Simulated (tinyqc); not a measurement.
Plane-wave Kohn-Sham cycle with exchange-only LDA in a layered model solid, step by step. One step of it, computed by the program tinyqc.

Task: Iteration 1: levels at that k. Diagonalise the Hermitian matrix.

H (hartree), order -3, -2, -1, +0, +1, +2, +3:
$$\begin{pmatrix}
0.421681 & -0.150000 & 0.000000 & 0.000000 & 0.000000 & 0.000000 & 0.000000 \\
-0.150000 & 0.103060 & -0.150000 & 0.000000 & 0.000000 & 0.000000 & 0.000000 \\
0.000000 & -0.150000 & -0.088112 & -0.150000 & 0.000000 & 0.000000 & 0.000000 \\
0.000000 & 0.000000 & -0.150000 & -0.151836 & -0.150000 & 0.000000 & 0.000000 \\
0.000000 & 0.000000 & 0.000000 & -0.150000 & -0.088112 & -0.150000 & 0.000000 \\
0.000000 & 0.000000 & 0.000000 & 0.000000 & -0.150000 & 0.103060 & -0.150000 \\
0.000000 & 0.000000 & 0.000000 & 0.000000 & 0.000000 & -0.150000 & 0.421681
\end{pmatrix}$$

Give: eigenvalues.

Result:

eigenvalues (hartree): [-0.358, -0.180, -0.025, 0.129, 0.180, 0.487, 0.488]
